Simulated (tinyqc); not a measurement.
# MOSFET in the linear regime without short-channel effects, parameter extraction from computed curves: what changes with what

Inversion charge Q = Cox n Vt W0(exp((Vg - VT)/(n Vt))), W0 the Lambert function and n = nf; u = Q/Cox; mobility mu = mu0/(1 + th1 u + th2 u^2); channel resistance Rch = (L - dL)/(W mu Q); Id = Vd/(Rch + Rsd/W). Cox = eps0 eox/tox. Small Vd, no channel-length or drain effects.

Parameters, values chosen for the exercise; channel values of the order met in silicon transistors:
- T = 77 K (temperature)
- eox = 8.75 (relative permittivity of the gate insulator (close to aluminium oxide))
- tox = 5.6 nm (insulator thickness)
- mu0 = 210 cm^2/(V s) (low-field mobility)
- th1 = 0.13 1/V (first mobility attenuation factor)
- th2 = 0 1/V^2 (second mobility attenuation factor)
- VT = 0.69 V (threshold voltage)
- nf = 1.08 (body factor)
- W = 10 um (gate width)
- L = 0.058 um (drawn gate length)
- dL = 0.015 um (drawn less effective length)
- Rsd = 95 ohm um (source plus drain resistance)
- Vd = 0.01 V (drain voltage)

Constants: q = 1.602176634e-19 C, kB = 1.380649e-23 J/K, Vt = kB T/q, eps0 = 8.8541878128e-14 F/cm where lengths are in cm. Results are converted to the units shown.

Each table varies one quantity; the others keep the values above.

## Extraction methods against the drawn gate length

From the continuous curve Id(Vg): tangent at peak gm (V_ext = Vg - Id/gm); constant current Id = 0.1 uA W/L; peak of d2Id/dVg2; Y = Id/sqrt(gm) drawn through Vg = VT + 0.6 and VT + 0.8 V, with intercept VT_Y and slope s. Mobilities gm,max L/(W Cox Vd) and s^2 L/(W Cox Vd) with the drawn L. Last column: share of Rsd/W in the total resistance at VT + 0.8 V.

Extraction methods against the drawn gate length:
columns A: L (um); B: V_ext (V); C: constant current (V); D: second derivative (V); E: VT_Y (V); F: mobility from gm (cm^2/(V s)); G: mobility from Y (cm^2/(V s)); H: series share (%)
```
A          B      C      D      E    F    G      H
0.03   0.691  0.714  0.688  0.712  306  411   56.2
0.062  0.695  0.726  0.689  0.712  228  271   29.0
0.13   0.698  0.731  0.689  0.712  206  232   14.3
0.27   0.699  0.734  0.689  0.712  198  218   7.02
0.56   0.700  0.735  0.689  0.712  195  211   3.41
1.2    0.701  0.735  0.689  0.712  194  208   1.60
2.4    0.701  0.736  0.689  0.712  193  207  0.800
5      0.701  0.736  0.689  0.712  193  206  0.384
```

What does the comparison show?

The model has VT = 0.69 V and mu0 = 210 cm^2/(V s). Over the table the extracted thresholds move by 10 mV (tangent), 21 mV (constant current), under 0.5 mV (second derivative), under 0.5 mV (Y function). The mobility from gm falls from 306 to 193 and that from Y falls from 411 to 206 cm^2/(V s).

## Extraction methods against the second mobility attenuation factor

Same model as above.

Extraction methods against the second mobility attenuation factor:
columns A: th2 (1/V^2); B: V_ext (V); C: constant current (V); D: second derivative (V); E: VT_Y (V); F: mobility from gm (cm^2/(V s)); G: mobility from Y (cm^2/(V s)); H: series share (%)
```
A         B      C      D      E    F    G     H
0     0.695  0.725  0.689  0.712  231  277  30.9
0.06  0.695  0.725  0.689  0.729  231  301  30.2
0.12  0.695  0.725  0.689  0.747  231  328  29.6
0.18  0.695  0.725  0.689  0.765  231  358  29.0
0.24  0.695  0.725  0.689  0.783  231  391  28.4
0.3   0.695  0.725  0.689  0.801  230  430  27.8
0.36  0.695  0.725  0.689  0.819  230  473  27.3
```

What does the table show?

The model has VT = 0.69 V and mu0 = 210 cm^2/(V s). Over the table the extracted thresholds move by under 0.5 mV (tangent), under 0.5 mV (constant current), under 0.5 mV (second derivative), 110 mV (Y function). The mobility from gm stays near 231 and that from Y rises from 277 to 473 cm^2/(V s).

Computed by the program tinyqc: `OMP_NUM_THREADS=1 python tinyqc.py 2210146 2210147 out.jsonl`, one thread of a shared Intel Xeon 2.30GHz, about 0.01 s for the whole run.
